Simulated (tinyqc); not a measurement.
What each parameter does: five-level k.p model folded onto the conduction band.

Second-order sums for the lowest conduction level at E: 1/m = 1 + Cm + (Ep/3)(2/E + 1/(E + Dso)) - (Ep2/3)(2/(E7 + D2 - E) + 1/(E7 - E)); g/2 = 1 + Cg - (Ep/3)(1/E - 1/(E + Dso)) - (Ep2/3)(1/(E7 - E) - 1/(E7 + D2 - E)). E is counted from the top of the valence band; E = Eg at the edge.

Values chosen for the exercise (near those of GaSb; not measured data): Eg = 0.799 eV (gap at Gamma to the s-like level); Dso = 0.731 eV (spin-orbit splitting); Ep = 27.2 eV (Kane energy); E7 = 3.16 eV (upper Gamma7 conduction level, from the valence top); D2 = 0.33 eV (its spin-orbit splitting, Gamma8 above Gamma7); Ep2 = 5.1 eV (Kane energy to the upper levels); Cm = -0.8 (remote term in 1/m); Cg = -0.02 (remote term in g/2).

Mass and g at E = Eg.

One parameter was then changed.

Results before and after:
```
case      m (m0)        g
base     0.03726  -9.0598
changed  0.04171  -7.9755
```

Which of these changes was made? (a) E7 = 3.476 eV; (b) Dso = 0.658 eV; (c) Eg = 0.879 eV; (d) D2 = 0.297 eV; (e) Ep2 = 4.59 eV; (f) Ep = 24.48 eV.

Answer: (f) Ep = 24.48 eV. Of the candidates, run in turn, only this one gives the changed row.

All candidates:
```
case             m (m0)        g
base            0.03726  -9.0598
Eg = 0.879 eV   0.04096  -7.5950
Dso = 0.658 eV  0.03685  -8.4660
Ep = 24.48 eV   0.04171  -7.9755
E7 = 3.476 eV   0.03696  -9.0226
D2 = 0.297 eV   0.03728  -9.0441
Ep2 = 4.59 eV   0.03699  -9.0421
```

Computed by tinyqc, a small Python program: `OMP_NUM_THREADS=1 python tinyqc.py 1050410 1050411 out.jsonl` (the numbers bound the seed that draws the inputs); one thread of a shared host (Intel(R) Xeon(R) Processor @ 2.30GHz), about 0.01 s for the whole set of steps.
